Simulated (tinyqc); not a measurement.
From TA frequency at X back to bond bending beta_A: Keating valence-force model of a tetrahedral crystal. Computed by tinyqc, a small Python program. Command: `OMP_NUM_THREADS=1 python tinyqc.py 3031665 3031666 out.jsonl keating inv`. One thread of a shared host (Intel(R) Xeon(R) Processor @ 2.30GHz), about 0.06 s of CPU time with the checks.

Atom A sits at 0 and atom B at a/4 (1,1,1) of an fcc lattice; the four bonds from A are t = a/4 (1,1,1), a/4 (1,-1,-1), a/4 (-1,1,-1), a/4 (-1,-1,1), of length d = sqrt(3) a/4. Energy: E = (3 alpha/(8 d^2)) sum over bonds (r.r - d^2)^2 + (3 beta/(8 d^2)) sum over pairs of bonds at one atom (r_i.r_j + d^2/3)^2, with beta_A for the six pairs at A and beta_B for the six at B. The cell holds two atoms, Omega = a^3/4. 1 N/m = 1 J/m^2. With constants fitted to the elastic moduli this model puts optical and zone-boundary frequencies of real crystals too high, by up to about 20 % in elemental crystals and up to about 50 % in compounds, and mostly by more for TA modes; in compounds the lattice part of the static dielectric constant then comes out too low.

Inputs (values chosen for the exercise, modelled on gallium phosphide):

| quantity | value | unit |
|---|---|---|
| mass M_A | 69.72 | u |
| mass M_B | 30.97 | u |
| bond stretching alpha | 47.4 | N/m |
| bond bending beta_B | 11 | N/m |

Structure: zinc blende.

Constants: nu for 1 eV/(angstrom^2 u) = 15.6333042 THz; 1 eV/angstrom^2 = 16.02176634 J/m^2.

Method:
- With displacements u exp(i q.r), each bracket changes by g.u, where g = (g_A, g_B): bond t, g = (-2 t, 2 t exp(i q.t)); pair (i, j) at A, g = (-(t_i + t_j), t_i exp(i q.t_j) + t_j exp(i q.t_i)); pair at B, g = (-t_i exp(-i q.t_j) - t_j exp(-i q.t_i), t_i + t_j). Then D_mn = sum over the 4 bonds and 12 pairs of (4 k/a^2) conj(g_m) g_n / sqrt(M_m M_n), with k = alpha or beta converted to eV/angstrom^2. Only the short-range forces enter; the Coulomb field of the charges is left out.
- An eigenvalue lambda of D in eV/(angstrom^2 u) gives nu = 15.6333042 THz x sqrt(lambda).
- Take the lowest frequency at X = (1, 0, 0) 2 pi/a, the transverse acoustic (TA) mode.

Task: A run gave the result below. Find the bond bending beta_A, known to lie between 7 and 12 N/m.

TA frequency at X = 4.974764 THz

Result:

Each step takes the trial c = (a f_b - b f_a)/(f_b - f_a), f being the result less the target and a, b, c the logarithms of the listed values; c replaces end b, the old b replaces a if the sign of f changed, and otherwise f_a is halved.

Scan of the range:

| bond bending beta_A (N/m) | TA frequency at X (THz) |
|---|---|
| 7.00 | 4.59475 |
| 7.66 | 4.67495 |
| 8.38 | 4.76060 |
| 9.17 | 4.85249 |
| 10.00 | 4.94679 |
| 11.00 | 5.05753 |
| 12.00 | 5.16531 |

False position (Illinois rule, in the logarithm of the input) inside the bracket:

| step | end a | end b | trial | TA frequency at X (THz) |
|---|---|---|---|---|
| 1 | 10.0000 | 11.0000 | 10.2437 | 4.97406 |
| 2 | 11.0000 | 10.2437 | 10.2498 | 4.97475 |
| 3 | 11.0000 | 10.2498 | 10.2501 | 4.97478 |
| 4 | 10.2498 | 10.2501 | 10.2500 | 4.97476 |

TA frequency at X rises at every point of a 13-point scan of the range (every second point is shown), so one value fits; it is bracketed by 10.0 and 11.0. Answer: bond bending beta_A = 10.25 N/m.
